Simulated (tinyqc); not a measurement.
Inside a calculation. Model: frequency dispersion of an accumulation capacitance by border traps, distributed model.

Numbers from tinyqc (`OMP_NUM_THREADS=1 python tinyqc.py 2202239 2202240 out.jsonl`; about 0.7 s on one thread of a shared Intel Xeon 2.30GHz). Printed values are rounded.

Traps spread evenly through the insulator exchange electrons with the semiconductor by tunnelling, with tau(x) = t0 exp(2 ka x) at depth x from the interface. The admittance per area Y seen at depth x obeys dY/dx = -Y^2/(i w eps0 eox) + q Nb ln(1 + i w tau)/tau, with Y(0) = i w Cs and w = 2 pi f; the gate sees Y(tox) = G + i w C. Working variable y = Y/(i w), in uF/cm^2. Cox = eps0 eox/tox.

Parameters, values chosen for the exercise; permittivity close to that of silicon dioxide: relative permittivity of the insulator eox = 3.77; insulator thickness tox = 7.1 nm; semiconductor capacitance in accumulation Cs = 7.6 uF/cm^2; density of border traps Nb = 3.1e18 cm^-3 eV^-1; decay constant of the wave function in the insulator ka = 5.8 1/nm; time constant of a trap at the interface t0 = 3e-10 s; frequency f = 100 Hz; depth down to which the steps are taken xe = 1.8 nm.

Constants: q = 1.602176634e-19 C, eps0 = 8.8541878128e-14 F/cm where lengths are in cm. Results are converted to the units shown.

## Scales and lumped estimate

Cox; trap-free value 1/(1/Cox + 1/Cs); response depth d = ln(1/(w t0))/(2 ka), where w tau = 1; lumped estimate: all traps within d act as C_bt = q Nb d placed at d/2, so C = 1/{1/[1/(1/Cs + d/(2 eps0 eox)) + C_bt] + (tox - d/2)/(eps0 eox)}.

Cox = 0.470145 uF/cm^2
trap-free C = 0.442756 uF/cm^2
d = 1.33484 nm
C_bt = 0.0662983 uF/cm^2
lumped C = 0.444158 uF/cm^2

The traps within reach amount to 0.00872 Cs and lie in the first 18.8 % of the insulator.

## Midpoint steps through the active depth

In terms of y: dy/dx = -y^2/(eps0 eox) + s(x), s = q Nb ln(1 + z)/z, z = i w tau. 10 midpoint steps of h = xe/10: y_half = y + (h/2) y'(x, y), y(new) = y + h y'(x + h/2, y_half).

```
point	x (nm)	s (uF/(cm^2 nm))	y (uF/cm^2)
0	0	0.0496675+0.0000000i	7.60000+0.00000i
1	0.18	0.0496675+0.0000000i	5.63705+0.00000i
2	0.36	0.0496675-0.0000003i	4.41145+0.00000i
3	0.54	0.0496675-0.0000025i	3.60390+0.00000i
4	0.72	0.0496675-0.0000198i	3.04039+0.00000i
5	0.9	0.0496668-0.0001601i	2.62789-0.00001i
6	1.08	0.0496228-0.0012900i	2.31416-0.00009i
7	1.26	0.0470252-0.0096002i	2.06812-0.00069i
8	1.44	0.0188265-0.0185029i	1.86814-0.00370i
9	1.62	0.0027887-0.0060136i	1.69947-0.00485i
10	1.8	0.0003528-0.0012155i	1.55781-0.00449i
```

## Capacitance and conductance at the gate

y at xe = 1.55781-0.00449i uF/cm^2

Beyond xe the traps are ignored, so 1/y(tox) = 1/y(xe) + (tox - xe)/(eps0 eox); C = Re y, G/w = -Im y, loss tangent G/(w C).

y at the gate = 0.448493-0.000372i uF/cm^2
C = 0.448493 uF/cm^2
G/w = 3.71890e-4 uF/cm^2
loss tangent = 8.29199e-4

A fine integration over the whole insulator gives C = 0.44460 and G/w = 4.023e-4 uF/cm^2; the coarse G/w is 7.6 % below that. The fine C is 0.42 % above the trap-free value, and the lumped estimate is 0.099 % below the fine result.
